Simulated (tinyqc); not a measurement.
Electron mobility of a polar semiconductor by Rode's iterative solution of the Boltzmann equation. Convergence with the energy grid. Computed by tinyqc, a small Python program. Command: `OMP_NUM_THREADS=1 python tinyqc.py 3011404 3011405 out.jsonl rode sweep`. One thread of a shared host (Intel(R) Xeon(R) Processor @ 2.30GHz), about 0.03 s of CPU time with the checks.

The distribution is f(E) + e F l(E) (-df/dE) cos(theta) for a weak field F, theta counted from the force; l(E) is a mean free path. Elastic processes enter by their momentum rate, polar optical phonons by out- and in-scattering terms. One valley only: where upper valleys lie close, measured mobilities are lower. The density n is prescribed, even where a narrow-gap material would have more intrinsic carriers.

Inputs (values chosen for the exercise, modelled on CdS):
```
quantity                               value    unit
effective mass m                       0.202     m_0
non-parabolicity alpha                   0.3    1/eV
static permittivity eps_s                8.7       -
high-frequency permittivity eps_inf      5.3       -
density rho                             4820  kg/m^3
sound velocity v_l                      4420     m/s
acoustic deformation potential D_A       7.4      eV
optical phonon energy hbar w            38.2     meV
electron density n                   2.4e+18  1/cm^3
compensation ratio C                       0       -
temperature T                            150       K
iteration cap                            200       -
```

Band: Kane. Elastic processes: acoustic, impurity.

Constants: k_B = 8.617333262e-05 eV/K; m_0 = 9.1093837015e-31 kg; e = 1.602176634e-19 C; hbar = 1.054571817e-34 J s; eps_0 = 8.8541878128e-12 F/m; k_B = 1.380649e-23 J/K; hbar = 6.582119569e-16 eV s.

Method:
- Kane band: hbar^2 k^2/(2 m) = E (1 + alpha E), speed v = hbar k/(m (1 + 2 alpha E)), states per spin, volume and energy g(E) = m k (1 + 2 alpha E)/(2 pi^2 hbar^2); overlap factors are set to 1. Masses are multiplied by m_0 and all formulas are in SI units.
- The reduced Fermi level eta = E_F/(k_B T) solves n = 2 Z int g f dE with f = 1/(1 + exp(x - eta)) (Z = 1 unless valleys are given); screening length L_s = sqrt(eps_s eps_0 k_B T/(e^2 dn/deta)), dn/deta = 2 Z int g f (1 - f) dE.
- Integrals over x = E/(k_B T) use 160 Gauss-Legendre points in u = sqrt(x) from 0 to sqrt(max(eta, 0) + 32).
- N_I = n (1 + C)/(1 - C).
- Phonon occupation N_q = 1/(exp(hbar w/(k_B T)) - 1).
- Acoustic deformation potential (elastic, equipartition, absorption and emission together): 1/tau = 2 pi k_B T D_A^2 g(E)/(hbar rho v_l^2).
- Singly charged impurities, momentum relaxation: 1/tau = N_I e^4 m (1 + 2 alpha E) Phi/(8 pi (eps_s eps_0)^2 hbar^3 k^3), with alpha = 0 for a parabolic band.
- Brooks-Herring: Phi = ln(1 + b) - b/(1 + b), b = 4 k^2 L_s^2.
- Polar optical, unscreened: W = e^2 w (1/eps_inf - 1/eps_s) m (1 + 2 alpha E') ln|(k + k')/(k - k')| / (4 pi eps_0 hbar^2 k), times N_q for absorption (E' = E + hbar w) and N_q + 1 for emission (E' = E - hbar w > 0), with alpha = 0 for a parabolic band; mean cosine of the angle <cos> = (k^2 + k'^2)/(2 k k') - 1/ln|(k + k')/(k - k')|.
- Energy grid E_j = (j + 1/2) hbar w/s, j = 0, 1, ..., up to (max(eta, 0) + 18) k_B T, so that E_j +/- hbar w are grid points; l = 0 beyond the grid; integrals are sums times the spacing.
- With f' = f(E'): out-scattering S_o = sum over absorption and emission of W (1 - f')/(1 - f); nu = sum of elastic rates; the in-scattering weights are c+ = W_abs <cos> (1 - f')/(1 - f) for E' = E + hbar w and c- likewise for emission.
- Iteration: l_new(E) = [v(E) + c+ l(E + hbar w) + c- l(E - hbar w)]/(nu + S_o), from l = 0.
- mu = e sum g v l f (1 - f) / (3 k_B T sum g f) over the grid; stop when mu changes by less than 1e-8 of itself.
- Self-energy RTA: l = v/(nu + S_o), the first iteration. Momentum RTA: l = v/(nu + S_o - c+ v(E + hbar w)/v - c- v(E - hbar w)/v), listed only where the denominator is positive on the whole grid. The polar-only value solves the same system with nu = 0; the elastic value takes l = v/nu.

One run for each value; columns: (1) grid points per phonon energy s; (2) mobility mu (cm^2/(V s)); (3) polar-phonon mobility (cm^2/(V s)); (4) elastic mobility (cm^2/(V s)):
```
(1)     (2)     (3)     (4)
2    335.77  1119.9  595.36
4    347.09  1190.3  608.83
6    349.86  1207.8  612.31
10   351.64  1219.5  614.56
16   352.43  1225.0  615.57
24   352.78  1227.5  616.02
40   353.00  1229.3  616.31
```

Describe and explain the trends.

Over the rows, mobility mu (cm^2/(V s)) rises from 336 to 353 (exponent d ln y / d ln x 0.048 between the first rows and 0.0013 between the last); polar-phonon mobility (cm^2/(V s)) rises from 1120 to 1230 (exponent d ln y / d ln x 0.088 between the first rows and 0.0028 between the last); elastic mobility (cm^2/(V s)) rises from 595 to 616 (exponent d ln y / d ln x 0.032 between the first rows and 9.2e-4 between the last). Against the finest grid, mu is off by -4.9 % in the first row and -0.064 % in the last but one.

Caution (rows 2): the energy grid is coarser than k_B T, so the mobilities carry a noticeable discretisation error. Caution (all rows): the gas is degenerate, and screening of the polar coupling, left out here, would raise the mobility.
